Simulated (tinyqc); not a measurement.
Segment and feed resistance from two drops.

Problem. A rail is fed at one end through Rq; K loads of Ij follow, each after a segment Rs. The drop at load j is K Ij Rq + Rs Ij sum_(l=1..j) (K - l + 1). Find Rs, Rq and the worst drop, at the middle, if the rail were fed through Rq at both ends: K Ij Rq/2 + Rs Ij K^2/8 with the load taken as continuous.

Parameters, values chosen for the exercise: number of equal loads K = 11; current of each load Ij = 0.43 mA.

drops at the first and at the last load (mV): 0.68585000  2.7670500

Answer. The difference of the two drops is Rs Ij K (K - 1)/2, which gives Rs; the first drop then gives Rq.

Rs = 0.0880 ohm
Rq = 0.0570 ohm
drop at the middle with two feeds = 0.707 mV

Program tinyqc, `OMP_NUM_THREADS=1 python tinyqc.py 2770185 2770186 out.jsonl`; Intel Xeon 2.30GHz, shared host, one thread, about 0.08 s.
